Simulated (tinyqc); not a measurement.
Worked calculation: round or elliptic silicon nanowire with anisotropic valleys (Ritz method). Values are carried at full precision from step to step, so a last printed digit may differ when a step is redone from the rounded ones.

Wire along x = [100] on a (001) wafer, y = [010], z = [001]. Valley groups, two valleys each (w = inverse masses): A, axis along z: w_y = 1/mt, w_z = 1/ml, m_x = mt; B, axis along y: w_y = 1/ml, w_z = 1/mt, m_x = mt; C, axis along x: w_y = w_z = 1/mt, m_x = ml.

Constants: hbar^2/2m0 = 3.80998211 eV angstrom^2; kB = 8.617333262e-05 eV/K.

Parameters, chosen for this exercise (near those of a Si nanowire; the results hold for these values, not for the real material): ml = 0.914 m0 (longitudinal mass); mt = 0.192 m0 (transverse mass); a = 25 angstrom (semi-axis along y); b = 44 angstrom (semi-axis along z); group = A (valley group worked out); T = 350 K (temperature).

## Stretching the ellipse

Scaling y by 1/sqrt(w_y) and z by 1/sqrt(w_z) makes the mass 1 and the semi-axes A = a/sqrt(w_y), B = b/sqrt(w_z). List them with the one-function estimate 3c (1/A^2 + 1/B^2) and the slender limit c (pi/2s)^2 (1 + 2s/(pi l)), s and l the smaller and larger of A, B; c = hbar^2/2m0.

Groups:
```
group  g      A      B  axis ratio  one function (eV)  slender limit (eV)
A      2  10.95  42.07       3.840             0.1017              0.0913
B      2  23.90  19.28       1.240             0.0508              0.0383
C      2  10.95  19.28       1.760             0.1260              0.1067
```

The one-function value suits axis ratios near 1 and the slender limit ratios well above 2.

## Matrices of three even functions

Hard wall on the ellipse (y/a)^2 + (z/b)^2 = 1, c = hbar^2/2m0. With u = y/a, v = z/b the operator is -c [(w_y/a^2) d2/du2 + (w_z/b^2) d2/dv2] on the unit disc. Basis (1 - u^2 - v^2) u^i v^j; S, X and Y are the disc integrals of f f', (df/du)(df'/du) and (df/dv)(df'/dv), from the integral of u^p v^q = 2 Gamma((p+1)/2) Gamma((q+1)/2)/((p + q + 2) Gamma((p+q+2)/2)) for even p, q; H = c (w_y X/a^2 + w_z Y/b^2).

Basis 1, u^2, v^2 times (1 - u^2 - v^2); form S and H for the chosen group.

S:
```
            1       u^2       v^2
1    1.047198  0.130900  0.130900
u^2  0.130900  0.039270  0.013090
v^2  0.130900  0.013090  0.039270
```

H (meV):
```
            1      u^2      v^2
1    106.5094  17.7516  17.7516
u^2   17.7516  23.2810   2.2189
v^2   17.7516   2.2189   7.7842
```

## Lowest level in this basis

Solve H p = E S p for the wire level; give E, the ratios p2/p1 and p3/p1, and H11/S11.

E = 93.9 meV

ratios: -0.21  -1.28

one function = 101.7 meV

The two added functions lower the level by 7.8 meV (7.7 %), mostly by narrowing the state along v, the direction in which the stretched ellipse is long.

## Subbands

Converged values use 21 functions of each parity class (e or o in u, then in v).

The nine lowest levels of all groups and parity classes.

Subbands:
```
group, parity  g  m_x (m0)  E (eV)
B ee           2    0.1920  0.0489
A ee           2    0.1920  0.0934
B oe           2    0.1920  0.1108
C ee           2    0.9140  0.1204
A eo           2    0.1920  0.1274
B eo           2    0.1920  0.1371
A ee           2    0.1920  0.1692
B ee           2    0.1920  0.2008
A eo           2    0.1920  0.2194
```

At 350 K and without degeneracy the populations go as g sqrt(m_x) exp(-E/kB T): among these nine the lowest level holds 58 % and the light transport mass mt 88 % of the electrons.

## Checks

- Circle of radius a with both masses mt against c (2.404826/R)^2/m, eV: both 0.1836.

Program tinyqc; command `OMP_NUM_THREADS=1 python tinyqc.py 1252388 1252389 out.jsonl`; about 0.02 s on one thread of a shared Intel(R) Xeon(R) Processor @ 2.30GHz.
